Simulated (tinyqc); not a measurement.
# Worked calculation: surface potential of a MOS transistor: implicit equation and explicit approximations

Numbers from tinyqc (`OMP_NUM_THREADS=1 python tinyqc.py 2122122 2122123 out.jsonl`; about 0.01 s on one thread of a shared Intel Xeon 2.30GHz). Printed values are rounded.

p-type body, charge-sheet picture, depletion and inversion only, full ionisation (an idealisation for deep acceptors), Boltzmann statistics (rough once Na exp(x - xn) passes about Nc/7). In units of Vt: xg = (Vg - Vfb)/Vt, x = psi/Vt, G = gamma/sqrt(Vt), xn = (2 phiF + Vc)/Vt. The implicit equation is (xg - x)^2 = G^2 [x - 1 + exp(x - xn)] for x above about 3. Cox = eps0 eox/tox.

Values chosen for this exercise; band and dielectric values close to those of silicon:
```
symbol,value,unit,meaning
T,400,K,temperature
Eg,1.13,eV,band gap
eps_r,11.9,,relative permittivity
Nc,4.39e19,cm^-3,conduction-band density of states at T
Nv,4.14e19,cm^-3,valence-band density of states at T
eox,3.9,,relative permittivity of the gate insulator (close to silicon dioxide)
tox,5.6,nm,insulator thickness
Na,1.1e18,cm^-3,acceptor density
Vfb,-0.33,V,flat-band voltage
Vc,1,V,channel-body voltage
Vg,3.37,V,gate-body voltage
```

Constants: q = 1.602176634e-19 C, kB = 1.380649e-23 J/K, Vt = kB T/q, eps0 = 8.8541878128e-14 F/cm where lengths are in cm. Results are converted to the units shown.

Range of the model: The electron quasi-Fermi level lies less than 2 Vt below the band edge at the surface, or above it, where degeneracy and confinement, left out, matter.

## Scales

ni = sqrt(Nc Nv) exp(-Eg/(2 Vt)), Eg in volts; phiF = Vt ln(Na/ni); gamma = sqrt(2 q eps0 eps_r Na)/Cox; VT = Vfb + Vt (xn + G sqrt(xn - 1)).

phiF = 0.438936 V
gamma = 0.988301 V^0.5
G = 5.32320
xn = 54.4795
VT = 2.88971 V
xg = 107.342

## Explicit approximation

Depletion value a = 1 + [sqrt(G^2/4 + xg - 1) - G/2]^2; inversion value b = xn + ln[(xg - xn)^2/G^2 - xn + 1] and first guess y = min(a, b) - ln(1 + exp(-|a - b|)) if a > xn + 1, else b = y = a; one second-order correction with D = exp(y - xn), p = 2 (xg - y) + G^2 (1 + D), w = (xg - y)^2 - G^2 (y - 1 + D): z = y + 2 w/(p + sqrt(p^2 - 2 (2 - G^2 D) w)), or the Newton step z = y + w/p where the root is not real.

a = 64.8171
b = 58.2892
y = 58.2877
p = 1403.58
w = -494.165
z = 57.8477

The root of the implicit equation is x = 57.8647; y misses it by 0.42 and z by -0.017, in units of Vt.

## Starting value

x = y rounded to two decimals.

x at the start = 58.29

## Iteration 1: new x

D = exp(x - xn), f = (xg - x)^2 - G^2 (x - 1 + D), f' = -2 (xg - x) - G^2 (1 + D), x(new) = x - f/f'.

D = 45.1737
f = -497.379
f' = -1406.50
x after iteration 1 = 57.9364

## Iteration 2: new x

As before.

D = 31.7181
f = -71.2566
f' = -1025.93
x after iteration 2 = 57.8669

## Course of the iteration

Stop when the step is below 1e-11, or after 60 iterations.

Course of the iteration:

| iteration | x before the step | step |
|---|---|---|
| 1 | 58.29 | -0.354 |
| 2 | 57.9364 | -0.0695 |
| 3 | 57.8669 | -2.19e-3 |
| 4 | 57.8647 | -2.08e-6 |
| 5 | 57.8647 | -1.87e-12 |

Converged in 5 iterations.

## Potential, charges and gate control

converged x = 57.8647

psi = Vt x; N_dep = Cox Vt G sqrt(x - 1)/q; N_inv = (Cox Vt G/q) [sqrt(x - 1 + exp(x - xn)) - sqrt(x - 1)]; dpsi/dVg = 1/[1 + G^2 (1 + exp(x - xn))/(2 (xg - x))].

psi = 1.99456 V
N_dep = 5.32527e12 cm^-2
N_inv = 1.2385e12 cm^-2
dpsi/dVg = 0.102657

psi lies 3.4 Vt above 2 phiF + Vc.
